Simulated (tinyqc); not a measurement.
Chemically amplified photoresist: aerial image, acid generation, bake, development and line width. Changing the mean dose E. Computed by tinyqc, a small Python program. Command: `OMP_NUM_THREADS=1 python tinyqc.py 3011716 3011717 out.jsonl resist sweep`. One thread of a shared host (Intel(R) Xeon(R) Processor @ 2.30GHz), about 0.05 s of CPU time with the checks.

Lines and spaces of pitch p with a two-beam-like image; x = 0 is the middle of the bright space. The resist is positive and treated as uniform in depth.

Inputs (values chosen for the exercise, for a model resist at 13.5 nm):
```
quantity                                         value     unit
pitch p                                             33       nm
image contrast c                                  0.69        -
Dill parameter C                                  0.04  cm^2/mJ
quencher load q, relative to the acid generator  0.077        -
acid diffusivity D                               0.091   nm^2/s
bake time t                                         90        s
amplification rate k_amp                         0.045      1/s
threshold protection m_th                         0.58        -
development selectivity n                           20        -
largest rate r_max                                 270     nm/s
smallest rate r_min                              0.042     nm/s
resist thickness d                                  30       nm
development time t_d                                45        s
photon energy                                    91.84       eV
absorption coefficient alpha                       5.1     1/um
```

Method:
- Dose E(x) = E [1 + c cos(2 pi x/p)]; acid h = 1 - exp(-C E(x)).
- Bake: the acid image is blurred by a Gaussian of variance sigma^2 = 2 D t (each Fourier term k of h, taken on 64 points, is multiplied by exp(-4 pi^2 k^2 D t/p^2)).
- Cosine coefficients: h(x) = sum_k h_k cos(2 pi k x/p).
- The quencher then removes q, h_eff = max(h_blurred - q, 0); protection m = exp(-k_amp t h_eff).
- Mack rate r = r_max (a + 1)(1 - m)^n/(a + (1 - m)^n) + r_min, a = ((n + 1)/(n - 1))(1 - m_th)^n.
- Edge: vertical development clears the film where r t_d >= d; the space width is twice the x where r = d/t_d.
- Dose sensitivity = d ln(width)/d ln E from widths at 1.005 E and E/1.005; image log-slope at the edge = |d ln E/dx|, normalised by the width (NILS); latitude for 10 % of width = 10 %/sensitivity.
- The edge lies at x = width/2.
- Absorbed photons per volume N = E(edge) alpha/(photon energy), 1 mJ/cm^2 = 62.41509 eV/nm^2, alpha in 1/nm; a Gaussian blur averages over a volume V = (2 sqrt(pi) sigma)^3; relative noise 1/sqrt(N V); edge noise sigma_x = (dh/d ln E) noise/|dh/dx|, with both derivatives of the blurred acid at the edge.

One run for each value:
```
mean dose E (mJ/cm^2)  space width (nm)  dose sensitivity  edge noise from photons (nm)    NILS
3.31                              6.889            6.6451                        3.1573  0.3568
3.72                             11.006            2.6115                        2.0079  0.9315
4.14                             13.752            1.6907                        1.6449  1.4809
4.56                             15.855            1.2941                        1.4708  1.9947
4.98                             17.589            1.0771                        1.3768  2.4751
5.40                             19.082            0.9439                        1.3279  2.9223
6.24                             21.621            0.8008                        1.3167  3.7082
6.66                             22.751            0.7657                        1.3471  4.0364
```

Give the missing row, mean dose E (mJ/cm^2) = 5.82.

Computed row:
```
mean dose E (mJ/cm^2)  space width (nm)  dose sensitivity  edge noise from photons (nm)    NILS
5.82                             20.410            0.8574                        1.3098  3.3346
```

Interpolating between the two neighbouring rows (linearly) misses most in dose sensitivity, by 1.7 %. Over the rows, space width (nm) rises from 6.89 to 22.8 (exponent d ln y / d ln x 4.0 between the first rows and 0.78 between the last); dose sensitivity falls from 6.65 to 0.766 (exponent d ln y / d ln x -8.0 between the first rows and -0.69 between the last); edge noise from photons (nm) goes from 3.16 through a minimum among these rows, 1.31 at 5.82, to 1.35. More dose moves the clearing threshold out along the image, so the space widens. Left out: 2.89 (the space does not open, or the whole film clears).

Caution (all rows): lateral development, standing waves and the joint diffusion of acid and quencher are left out, so widths are indicative. Caution (all rows): the noise counts photons alone (acid and quencher statistics add to it) and takes the film as thicker than the blur; a thinner film averages in two dimensions only.

Extremes, crossings and ranges named in words are read from the listed rows.
